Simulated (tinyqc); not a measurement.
# Inputs raised by 2 %, one at a time

Model: Stoner model of a band magnet at zero temperature. Computed by tinyqc, a small Python program. Command: `OMP_NUM_THREADS=1 python tinyqc.py 3013602 3013603 out.jsonl stoner sens`. One thread of a shared host (Intel(R) Xeon(R) Processor @ 2.30GHz), about 0.01 s of CPU time with the checks.

Five orbitals per spin share one band; u = (E - E_bottom)/W runs from 0 to 1, and the states per spin, atom and energy are g = 5 d(u)/W with d = (8/pi) sqrt(u (1 - u)). N(u) is the integral of d from 0. The moment m = n_up - n_down (electrons per atom) moves the fillings to n +/- m/10; the energy is E(m) = E_band(m) - I m^2/4.

Inputs (values chosen for the exercise, for a model d band):
```
quantity                    value  unit
band width W                  5.3    eV
filling n per spin orbital   0.55     -
Stoner parameter I           1.23    eV
start moment m0              0.39  mu_B
largest number of steps       600     -
```

Density of states: semi-elliptic.

Constants: k_B = 8.617333262e-05 eV/K.

Method:
- Solve N(u_F) = n; g_F = 5 d(u_F)/W; the Stoner product is I g_F.
- Split the bands by Delta = I m, find the common Fermi level that keeps 10 n electrons, and read m(out) = 5 [N(u + Delta/(2W)) - N(u - Delta/(2W))], N clipped to 0 and 1. Start from m0 (at most 0.9 m_max, m_max = 10 min(n, 1 - n)); stop when m changes by less than 1e-8; moments under 1e-5 count as 0.
- For a moment m the Fermi levels of the two spins lie W [u(n + m/10) - u(n - m/10)] =: Delta apart; gbar = m/Delta is the mean density of states between them. A solution has I gbar = 1, is stable where gbar falls with m, or sits at saturation m_max = 10 min(n, 1 - n) if I gbar > 1 there. E_band(m) = 5 W [e(n + m/10) + e(n - m/10) - 2 e(n)], e = integral of u d(u) up to the Fermi level.
- Exchange splitting = I m; P = (g_up - g_down)/(g_up + g_down) at the Fermi level, with d = 0 for a full or empty band. The Stoner temperature scale is I m/(4 k_B).

Runs:
```
input moved                 from      to  Stoner product I g_F  moment m (mu_B)  E(m) - E(0) (meV)  g_F (1/eV)
base run                       -       -                1.4729             4.50            -1734.1      1.1975
band width W (eV)            5.3   5.406                1.4440             4.50            -1644.3      1.1740
filling n per spin orbital  0.55   0.561                1.4706             4.39            -1652.3      1.1956
Stoner parameter I (eV)     1.23  1.2546                1.5023             4.50            -1858.6      1.1975
```

Exponents ln(y'/y) / ln(x'/x):
```
input                       Stoner product I g_F  moment m  E(m) - E(0)     g_F
band width W                              -1.000      0.00       -2.687  -1.000
filling n per spin orbital                -0.077     -1.25       -2.440  -0.077
Stoner parameter I                         1.000      0.00        3.502   0.000
```

To which inputs is each result most sensitive?

Among the inputs moved here: Stoner product I g_F answers most in size to band width W (exponent -1.000), and about equally to Stoner parameter I (+1.000). Moment m answers most in size to filling n per spin orbital (exponent -1.250); its exponent is below 0.0005 for band width W, Stoner parameter I. E(m) - E(0) answers most in size to Stoner parameter I (exponent +3.502), next to band width W (-2.687). g_F answers most in size to band width W (exponent -1.000), next to filling n per spin orbital (-0.077); its exponent is below 0.0005 for Stoner parameter I.
